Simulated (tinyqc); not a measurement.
Worked calculation: dopants and charged point defects at anneal temperature: Fermi-level effect, clustering and pairing. Computed by tinyqc, a small Python program that keeps every step. Command: `OMP_NUM_THREADS=1 python tinyqc.py 3029080 3029081 out.jsonl pairing walk`. One thread of a shared host (Intel(R) Xeon(R) Processor @ 2.30GHz), about 0.02 s of CPU time with the checks. Intermediate numbers are printed to about 5 digits and carried at full precision; extremes and crossings named in words are read from the listed rows.

Boltzmann statistics and full ionisation of active dopants. Energies are counted from the valence band; the defect (a vacancy or self-interstitial) has five charge states, with all degeneracy factors one.

Inputs (values chosen for the exercise, for a model semiconductor):
```
quantity                                         value    unit
gap at 0 K E_g0                                  0.683      eV
Varshni alpha                                 0.000568    eV/K
Varshni beta                                       167       K
electron mass m_e                                0.234     m_0
valleys M_c                                          4       -
hole mass m_h                                    0.361     m_0
anneal temperature T                               910       K
total dopant density N                         1.2e+19   cm^-3
formation enthalpy of the neutral defect H_f      3.24      eV
formation entropy S_f                              5.7     k_B
site density N_s                               4.2e+22   cm^-3
intrinsic dopant diffusivity D_i               9.9e-16  cm^2/s
anneal time t                                      200       s
dopant atoms per cluster k                           2       -
cluster binding energy E_b                        1.03      eV
```

Dopant: donor. Second part: clustering of the dopant.

defect levels as fractions of E_g(T): (2+/+), (+/0), (0/-), (-/2-): 0.13  0.084  0.63  0.8

Constants: m_0 = 9.1093837015e-31 kg; k_B = 1.380649e-23 J/K; h = 6.62607015e-34 J s; k_B = 8.617333262e-05 eV/K.

## The host at the anneal temperature

E_g = E_g0 - alpha T^2/(T + beta). N_c = 2 M_c (2 pi m_e k_B T/h^2)^(3/2) and N_v = 2 (2 pi m_h k_B T/h^2)^(3/2), masses in units of m_0. n_i = sqrt(N_c N_v) exp(-E_g/2 k_B T); E_i = E_g/2 + (k_B T/2) ln(N_v/N_c).

E_g = 0.24627 eV

k_B T = 0.078418 eV

n_i = 8.6414e+18 cm^-3

E_i = 0.094278 eV

effective density of states N_b of the majority band = 6.0026e+19 cm^-3

## Active and clustered dopant

n = A/2 + sqrt(A^2/4 + n_i^2) for an active density A. k ionised dopants and k carriers form one neutral cluster: C = N_s (A/N_s)^k (n/N_b)^k exp(E_b/k_B T), N_b the effective density of states of the majority band, and N = A + k C (60 bisections in ln A between ln N - 90 and ln N).

active density A = 3.4088e+18 cm^-3

clusters C = 4.2956e+18 cm^-3

active share = 0.28406

72 % of the dopant is lost to clusters.

## Carrier density and Fermi level

chi = n/n_i (for acceptors n_i/p); E_F = E_i + k_B T ln chi; field enhancement h = 1 + A/sqrt(A^2 + 4 n_i^2).

n = 1.0512e+19 cm^-3

chi = 1.2165

E_F = 0.10965 eV

field enhancement h = 1.1935

The doping is below n_i at this temperature: the crystal is intrinsic as far as diffusion goes.

## Charged defects

C_0 = N_s exp(S_f/k_B) exp(-H_f/k_B T). Ratios to the neutral state at E_F = E_i: r_+ = exp((E(+/0) - E_i)/k_B T), r_2+ = r_+ exp((E(2+/+) - E_i)/k_B T), r_- = exp((E_i - E(0/-))/k_B T), r_2- = r_- exp((E_i - E(-/2-))/k_B T); at other E_F state q scales as chi^(-q). The enhancement is sum r_q chi^(-q)/sum r_q. The charge on the defects is left out of neutrality.

neutral defects C_0 = 1.4286e+07 cm^-3

Charge states:
```
state  ratio r  intrinsic (cm^-3)  doped (cm^-3)
2+      0.1769         2.5265e+06     1.7072e+06
+       0.3912         5.5891e+06     4.5944e+06
0       1.0000         1.4286e+07     1.4286e+07
-       0.4601         6.5733e+06     7.9965e+06
2-      0.1241         1.7734e+06     2.6244e+06
```

all defects, doped = 3.1208e+07 cm^-3

enhancement over intrinsic = 1.0150

mean charge = -0.16779 e

Doping leaves the neutral state alone and multiplies the total by 1.01; the most common state is 0 (in intrinsic material 0).

## Dopant diffusivity

If every charge state of the defect carries the dopant equally well, D = D_i x enhancement x h x (active share A/N, a rough stand-in that overstates the dA/dN which immobile clusters call for), D_i being an input held fixed when T or H_f is moved; diffusion length 2 sqrt(D t).

effective diffusivity D = 3.4066e-16 cm^2/s

D/D_i = 0.34411

diffusion length = 5.2205 nm

## Against doping

chi = n/n_i; h = 1 + A/sqrt(A^2 + 4 n_i^2); the dopant diffusivity over its intrinsic value is D/D_i = enhancement x h x A/N, if every charge state carries the dopant equally well.

Trend at the anneal temperature:
```
N (cm^-3)  active A (cm^-3)     chi  defect enhancement  mean charge    D/D_i
2.60e+17         2.3230e+17  1.0135              0.9999      0.00415  0.90535
7.10e+17         5.4934e+17  1.0323              0.9999     -0.01331  0.79825
2.00e+18         1.1892e+18  1.0712              1.0011     -0.04839  0.63613
5.40e+18         2.2197e+18  1.1366              1.0056     -0.10432  0.46602
1.50e+19         3.8049e+18  1.2441              1.0190     -0.18864  0.31406
4.10e+19         5.9675e+18  1.4032              1.0494     -0.29932  0.20259
1.10e+20         8.7492e+18  1.6271              1.1079     -0.43274  0.12792
3.10e+20         1.2479e+19  1.9555              1.2176     -0.59395  0.07771
8.60e+20         1.7124e+19  2.3986              1.3993     -0.76616  0.04747
```

Well below n_i = 8.64e18 cm^-3 chi and the enhancement are near 1. At any doping d ln(enhancement)/d ln chi equals minus the mean charge, which goes from 0.00 to -0.77 over the rows. Clustering bends A over: its exponent in N falls to 0.31, towards 1/(2k) = 0.250.

## Activation against anneal temperature

The formulas are those given above.

Equilibrium activation:
```
T (K)  n_i (cm^-3)  active A (cm^-3)  clusters C (cm^-3)  active share
550     1.8163e+17        4.8529e+17          5.7574e+18       0.04044
640     6.8414e+17        1.0662e+18          5.4669e+18       0.08885
730     1.9148e+18        1.8276e+18          5.0862e+18       0.15230
820     4.3744e+18        2.6415e+18          4.6793e+18       0.22012
910     8.6414e+18        3.4088e+18          4.2956e+18       0.28406
1000    1.5323e+19        4.0874e+18          3.9563e+18       0.34062
```

The active share goes from 0.0404 at 550 K to 0.341 at 1000 K, so a layer activated by a hot, short anneal is metastable and deactivates in later, cooler steps if the dopant can move.

Checks made by the program: conservation of the dopant (relative difference below 1e-10); ratios against Boltzmann factors of formation energies at E_F (relative difference below 1e-10).
